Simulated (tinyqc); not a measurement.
Worked calculation: inverse iteration on a symmetric matrix. One step of it, computed by the program tinyqc.

Question. Step 3. solve (A - shift) w = v; v' = w/|w| with its largest component positive (the first on a tie); lambda = v'^T A v'.

A:
```
,1,2,3,4,5,6
1,0.502000,0.065000,0.553000,0.656000,0.082000,-0.061000
2,0.065000,0.626000,-0.315000,0.228000,-0.041000,0.385000
3,0.553000,-0.315000,1.242000,0.797000,-0.909000,-0.329000
4,0.656000,0.228000,0.797000,1.248000,-0.220000,0.669000
5,0.082000,-0.041000,-0.909000,-0.220000,2.034000,-0.225000
6,-0.061000,0.385000,-0.329000,0.669000,-0.225000,2.068000
```

vector after step 2: 0.335485  0.834026  0.270208  -0.328246  0.098218  -0.038019

shift = 0.340000

Give: vector after step 3; Rayleigh quotient after step 3.

Answer.

vector after step 3: -0.090  0.561  -0.455  0.488  -0.204  -0.437

Rayleigh quotient after step 3 = 0.385
